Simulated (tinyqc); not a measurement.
## Illuminated p-n diode, drift-diffusion by the Gummel loop with Scharfetter-Gummel fluxes: Solar-cell figures against the SRH lifetime of electrons

Abrupt junction at x = 0, p side from -Lp, n side to Ln, ohmic contacts. psi is counted from the intrinsic level; n = ni exp((psi - phin)/Vt), p = ni exp((phip - psi)/Vt). Contacts: p side psi = V - Vt ln(Na/ni), p = Na, n = ni^2/Na; n side psi = Vt ln(Nd/ni), n = Nd, p = ni^2/Nd. Constant mobilities, D = mu Vt, Boltzmann statistics, SRH recombination through a mid-gap level, U = (n p - ni^2)/(tp (n + ni) + tn (p + ni)). Current is positive from the p contact to the n contact.

ni = sqrt(Nc Nv) exp(-Eg/(2 Vt)), Eg in volts. Poisson and both continuity equations are solved self-consistently with Scharfetter-Gummel fluxes on a graded mesh of 500 nodes. Jsc = -J(0), collected share Jsc/(q G (Lp + Ln)), estimate q G [W + Le tanh(wp/2 Le) + Lh tanh(wn/2 Lh)] at V = 0 with Le = sqrt(Dn tn), Lh = sqrt(Dp tp), W, wp = Lp - xp and wn = Ln - xn from the depletion approximation; J(Voc) = 0; Vmp maximises -J V; FF = Pmax/(Jsc Voc).

Parameters, values chosen for the exercise; band and dielectric values close to those of silicon: temperature T = 300 K; band gap Eg = 1.13 eV; relative permittivity eps_r = 11.5; conduction-band density of states at T Nc = 2.84e19 cm^-3; valence-band density of states at T Nv = 2.67e19 cm^-3; acceptor density of the p side Na = 4.8e16 cm^-3; donor density of the n side Nd = 4.7e17 cm^-3; electron mobility mun = 510 cm^2/(V s); hole mobility mup = 290 cm^2/(V s); SRH lifetime of holes tp = 9e-9 s; length of the p side Lp = 2.7 um; length of the n side Ln = 0.98 um; uniform generation rate G = 2e20 cm^-3 s^-1.

Constants: q = 1.602176634e-19 C, kB = 1.380649e-23 J/K, Vt = kB T/q, eps0 = 8.8541878128e-14 F/cm where lengths are in cm. Results are converted to the units shown.

Result of one run:
```
tn (s)	Jsc (mA/cm^2)	collected share (%)	estimate of Jsc (mA/cm^2)	Voc (V)	Vmp (V)	FF	Pmax (mW/cm^2)
1e-8	5.96	50.6	5.97	0.496	0.411	0.750	2.21
```

What becomes of these results when the SRH lifetime of electrons tn is changed from 1e-8 to 1e-10 s, all else the same?

Result of the changed run:
```
tn (s)	Jsc (mA/cm^2)	collected share (%)	estimate of Jsc (mA/cm^2)	Voc (V)	Vmp (V)	FF	Pmax (mW/cm^2)
1e-10	3.17	26.9	3.20	0.388	0.298	0.647	0.796
```

The whole series:
```
tn (s)	Jsc (mA/cm^2)	collected share (%)	estimate of Jsc (mA/cm^2)	Voc (V)	Vmp (V)	FF	Pmax (mW/cm^2)
1e-10	3.17	26.9	3.20	0.388	0.298	0.647	0.796
1e-9	4.98	42.3	5.00	0.457	0.366	0.701	1.60
1e-8	5.96	50.6	5.97	0.496	0.411	0.750	2.21
1e-7	6.11	51.8	6.12	0.507	0.429	0.779	2.41
1e-6	6.12	51.9	6.13	0.510	0.434	0.791	2.47
```

As tn rises from 1e-10 to 1e-6, the collected share rises from 26.9 to 51.9 %, Voc rises from 0.388 to 0.510 V and FF rises from 0.647 to 0.791. The estimate of Jsc is within 0.90 % in all rows.

Computed by the program tinyqc: `OMP_NUM_THREADS=1 python tinyqc.py 2240012 2240013 out.jsonl`, one thread of a shared Intel Xeon 2.30GHz, about 0.6 s for the whole run.
